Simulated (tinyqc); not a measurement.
Slater-Koster d bands of an fcc metal: sweeps and comparisons. A value that a table varies takes the place of the one given here.

Slater-Koster d bands. For a bond with direction cosines (l, m, n) the 5 x 5 block is dds Ps + ddp Pp + ddd (1 - Ps - Pp), the projectors on sigma, pi and delta states about the bond; for instance <xy|xy> = 3 l^2 m^2 dds + (l^2 + m^2 - 4 l^2 m^2) ddp + (n^2 + l^2 m^2) ddd, <xy|yz> = 3 l m^2 n dds + l n (1 - 4 m^2) ddp + l n (m^2 - 1) ddd and <3z2-r2|3z2-r2> = (n^2 - (l^2 + m^2)/2)^2 dds + 3 n^2 (l^2 + m^2) ddp + (3/4)(l^2 + m^2)^2 ddd. H(k) sums the blocks times cos(k.R) over the neighbours; the d level is the zero of energy; k in 2 pi/a.

Neighbours: twelve at (a/2)(1,1,0) and equivalents.

Mesh: k = f1 b1 + f2 b2 + f3 b3 with fractions (j + 1/2)/N, j = 0 to N - 1, and b = (-1,1,1), (1,-1,1), (1,1,-1) for fcc, (0,1,1), (1,0,1), (1,1,0) for bcc, unit vectors for simple cubic. The lowest Nd/10 of all levels are filled with two electrons each; the bond energy is their sum per atom.

Parameters, chosen for this exercise (of the size met in Ni; not measured data): dds = -0.479 eV (dd sigma); ddp = 0.23 eV (dd pi); ddd = -0.053 eV (dd delta); N = 8 (mesh); f2 = 0.487 (factor for second neighbours in bcc).

## Band filling: full bands against the rectangular model

W = sqrt(12 mu2) with mu2 the mean square level on the mesh; rectangular model: Fermi level W (Nd/10 - 1/2), bond energy -W Nd (10 - Nd)/20. The Fermi level of the mesh is the highest filled level.

Per atom (eV):
```
Nd  EF, bands  bond energy, bands  EF, rectangle  bond energy, rectangle
1      -1.127              -1.459         -1.253                  -1.410
2      -0.922              -2.490         -0.940                  -2.507
3      -0.682              -3.271         -0.627                  -3.290
4      -0.404              -3.809         -0.313                  -3.760
5       0.032              -3.985          0.000                  -3.916
6       0.443              -3.771          0.313                  -3.760
7       0.668              -3.209          0.627                  -3.290
8       0.953              -2.400          0.940                  -2.507
9       1.199              -1.321          1.253                  -1.410
```

W = 3.133 eV
full width on the mesh = 3.583 eV

What does this show, and why?

The bond energy is deepest at Nd = 5 (-3.985 eV); the rectangle has its minimum at 5. The two differ most at Nd = 8, by 0.107 eV or 3 % of the deepest value: the second moment fixes the parabola, and higher moments the rest. At Nd = 3 and 7 the bands give -3.271 and -3.209 eV, a skew towards less than half filling.

## Which lattice a d-band metal prefers

fcc has twelve neighbours, bcc eight and six (the six times f2), simple cubic six. The integrals of bcc and sc are scaled so that all three have the second moment of fcc, which stands for equal repulsion (structural energy difference theorem). s and p electrons are left out.

Bond energy per atom:
```
Nd  fcc (eV)  bcc - fcc (meV)  sc - fcc (meV)
1     -1.459               88            -107
2     -2.490               22             -58
3     -3.271             -107              62
4     -3.809             -174             264
5     -3.985                7             353
6     -3.771              186             225
7     -3.209              180               0
8     -2.400               51            -148
9     -1.321              -87            -245
```

scale factors: bcc 1.1285, sc 1.4142

mu3/mu2^1.5: fcc -0.108, bcc -0.102, sc 0.000

mu4/mu2^2: fcc 1.804, bcc 1.726, sc 2.559

largest change of a difference when N is raised to 14 = 25 meV

How do the results move?

fcc is lowest for Nd = 5, 6 and 7. bcc is lowest for Nd = 3 and 4. sc is lowest for Nd = 1, 2, 8 and 9. bcc gains most on fcc at Nd = 4 (-174 meV). A small fourth moment marks a two-peaked band, which tends to favour fillings near one half; bcc has -4 % against fcc, and at Nd = 5 it lies +7 meV from fcc, which the fourth moment alone does not explain (differences of a few tens of meV are within the error of the mesh; hcp is left out, and this d-only model can miss the lattice of the real metal). The third moments, from three-membered rings, skew the bands. That simple cubic wins anywhere comes from keeping d bands and equal second moments alone; no transition metal takes it. Differences below about 25 meV are within the error of this mesh, and the s and p electrons left out weigh most where the d band is nearly empty or full.

## What each integral does

Levels at Gamma, E(t2g) = 3 dds + 4 ddp + 5 ddd, E(eg) = 1.5 dds + 6 ddp + 4.5 ddd, and W = sqrt(12 mu2), the width of a rectangular band with the same second moment mu2 = z (dds^2 + 2 ddp^2 + 2 ddd^2)/5, z = 12. Each row changes one parameter from the base and keeps the others.

Results:
```
case              t2g (eV)  eg (eV)  W (eV)
base               -0.7820   0.4230  3.1332
dds = -0.4071 eV   -0.5663   0.5309  2.8252
ddp = 0.1955 eV    -0.9200   0.2160  2.9952
ddd = -0.0609 eV   -0.8215   0.3875  3.1414
```

What can be read from the table?

The largest shifts from the base row, up to three for each result and ties (the steps differ in size, so this ranks the rows, not the parameters). t2g (eV): dds +0.2157, ddp -0.1380, ddd -0.0395. eg (eV): ddp -0.2070, dds +0.1078, ddd -0.0356. W (eV): dds -0.3079, ddp -0.1380, ddd +0.0083. The ratio of the shifts of t2g and eg names the integral: 3 : 1.5 for dds, 4 : 6 for ddp, 5 : 4.5 for ddd.

Program tinyqc; command `OMP_NUM_THREADS=1 python tinyqc.py 1450625 1450626 out.jsonl`; about 0.03 s on one thread of a shared Intel(R) Xeon(R) Processor @ 2.30GHz.
